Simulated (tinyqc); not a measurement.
Amplitude against the length of the filling pulse.

In DLTS the amplitude of the capacitance transient follows the share of traps filled by the pulse. In the neutral layer an empty trap fills as 1 - exp(-tp/tc), tc = 1/(sn vth(T) Nd), vth(T) = vth (T/300 K)^0.5; emission during the pulse and slow capture at the depletion edge are neglected.

Parameters, values chosen for the exercise: thermal velocity at 300 K vth = 2.4e7 cm/s; shallow donor density Nd = 6.5e15 cm^-3; capture cross-section sn = 4.4e-14 cm^2; temperature of the transient T = 61 K.

Results:

| tp (s) | tp/tc | amplitude over its full value | ln(1 - that) |
|---|---|---|---|
| 1.5e-11 | 0.04643 | 0.04537 | -0.04643 |
| 2.8e-11 | 0.08666 | 0.08302 | -0.08666 |
| 5.4e-11 | 0.1671 | 0.1539 | -0.1671 |
| 1e-10 | 0.3095 | 0.2662 | -0.3095 |
| 2e-10 | 0.6190 | 0.4615 | -0.6190 |
| 7.1e-10 | 2.198 | 0.8889 | -2.198 |
| 1.4e-9 | 4.333 | 0.9869 | -4.333 |
| 2.6e-9 | 8.047 | 0.9997 | -8.047 |

Estimate the missing row, tp = 3.7e-10 s.

Computed row:

| tp (s) | tp/tc | amplitude over its full value | ln(1 - that) |
|---|---|---|---|
| 3.7e-10 | 1.145 | 0.6818 | -1.145 |

With this row back in the table: The amplitude rises from 0.0454 to 1.00 of its full value. The last column is linear in tp with slope -1/tc, tc = 3.23e-10 s, which gives the cross-section from Nd and vth, independently of the Arrhenius intercept; 99 % filling needs 1.49e-9 s. In every row T is below 110 K, where shallow donors begin to freeze out; the model keeps them ionised.

Program tinyqc, `OMP_NUM_THREADS=1 python tinyqc.py 2050096 2050097 out.jsonl`; Intel Xeon 2.30GHz, shared host, one thread, about 0.01 s.
